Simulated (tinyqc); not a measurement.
Worked calculation: band gaps under pressure and temperature from deformation potentials. Values are carried at full precision from step to step, so a last printed digit may differ when a step is redone from the rounded ones.

Murnaghan: V/V0 = (1 + Bp P/B0)^(-1/Bp), B0 = (C11 + 2 C12)/3. Each gap moves by a ln(V/V0) with its volume potential a, and falls with temperature by aV T^2/(T + bV) (Varshni); the two effects are added. No change of phase is considered.

Inputs chosen for the exercise (near those of GaAs, the X and L potentials typical of such crystals; the results hold for these values, not for the real material):
- C11 = 120 GPa
- C12 = 55.6 GPa
- Bp = 3.82 (pressure derivative of the bulk modulus)
- P = 2.3 GPa (pressure)
- Eg = 1.538 eV (gap at Gamma to the s-like level at 0 K, 0 GPa)
- EgX = 2.005 eV (gap to X at 0 K, 0 GPa)
- EgL = 1.788 eV (gap to L at 0 K, 0 GPa)
- aG = -8.48 eV (volume potential of the Gamma gap)
- aX = 1.59 eV (volume potential of the X gap)
- aL = -3.33 eV (volume potential of the L gap)
- aV = (0.514, 0.453, 0.616) meV/K (Varshni alpha of Gamma, X, L)
- bV = (205, 206, 200) K (Varshni beta of Gamma, X, L)
- T = 200 K (temperature)
- aT = 5.8 1e-6/K (linear thermal expansion near 300 K)

## Volume under pressure

Give B0, V/V0, ln(V/V0), the change of the lattice constant and the linear estimate -P/B0.

B0 = 77.07 GPa
V/V0 = 0.97213
ln(V/V0) = -0.02826
change of a = -0.938 %
-P/B0 = -0.02984

The stiffening under pressure makes the compression 5.3 % smaller than the linear estimate.

## Gaps at P and T

Give both shifts and the gaps.

pressure shifts (eV): Gamma 0.2397, X -0.0449, L 0.0941

temperature shifts (eV): Gamma -0.0508, X -0.0446, L -0.0616

gaps (eV): Gamma 1.7269, X 1.9154, L 1.8205

The lowest valley is Gamma (direct gap), 94 meV below L; at 0 K and 0 GPa it is Gamma.

## Pressure coefficients

Expand in P: E = E0 + c1 P + c2 P^2 with c1 = -a/B0 and c2 = a Bp/(2 B0^2).

c1 (meV/GPa): Gamma 110.03, X -20.63, L 43.21

c2 (meV/GPa^2): Gamma -2.727, X 0.511, L -1.071

Gamma and L rise under pressure and X falls, as the signs of the volume potentials say.

## Pressures at which the valleys cross

Two gaps meet at ln(V/V0) = -(E_i - E_j)/(a_i - a_j), with the gaps at T and P = 0; then P = (B0/Bp)(exp(-Bp ln(V/V0)) - 1). A dash marks expansion or a compression beyond ln(V/V0) = -0.3.

Crossings:
```
pair     E_i - E_j (eV)  ln(V/V0)  P (GPa)
Gamma-X         -0.4731   -0.0470     3.97
Gamma-L         -0.2392   -0.0464     3.92
L-X             -0.2340   -0.0476     4.02
```

The lowest valley changes at 3.92 GPa (Gamma to L) and 4.02 GPa (L to X). Crossings this close together depend on small shifts of the inputs, so the order is not fixed by the model.

## How much of dE/dT is thermal expansion

At 300 K: dE/dT = -aV T (T + 2 bV)/(T + bV)^2; expansion alone gives 3 aT a; the rest is electron-phonon coupling.

dE/dT (meV/K): Gamma -0.4293, X -0.3779, L -0.5174

from expansion (meV/K): Gamma -0.1476, X 0.0277, L -0.0579

remainder (meV/K): Gamma -0.2817, X -0.4056, L -0.4595

Expansion supplies 34 % of the slope at Gamma and 11 % at L; at X it works against the fall.

## Checks

- Slope of the Gamma gap at P = 0 by finite differences against c1 (meV/GPa): both 110.03.

Program tinyqc; command `OMP_NUM_THREADS=1 python tinyqc.py 1080795 1080796 out.jsonl`; about 0.01 s on one thread of a shared Intel(R) Xeon(R) Processor @ 2.30GHz.
